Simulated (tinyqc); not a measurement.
## Segment and feed resistance from two drops

Question. A rail is fed at one end through Rq; K loads of Ij follow, each after a segment Rs. The drop at load j is K Ij Rq + Rs Ij sum_(l=1..j) (K - l + 1). Find Rs, Rq and the worst drop, at the middle, if the rail were fed through Rq at both ends: K Ij Rq/2 + Rs Ij K^2/8 with the load taken as continuous.

Parameters, values chosen for the exercise:
- K = 25 (number of equal loads)
- Ij = 0.21 mA (current of each load)

drops at the first and at the last load (mV): [1.2495000, 7.4235000]

Answer. The difference of the two drops is Rs Ij K (K - 1)/2, which gives Rs; the first drop then gives Rq.

Rs = 0.0980 ohm
Rq = 0.140 ohm
drop at the middle with two feeds = 1.98 mV

Numbers from tinyqc (`OMP_NUM_THREADS=1 python tinyqc.py 2770159 2770160 out.jsonl`; about 0.1 s on one thread of a shared Intel Xeon 2.30GHz).
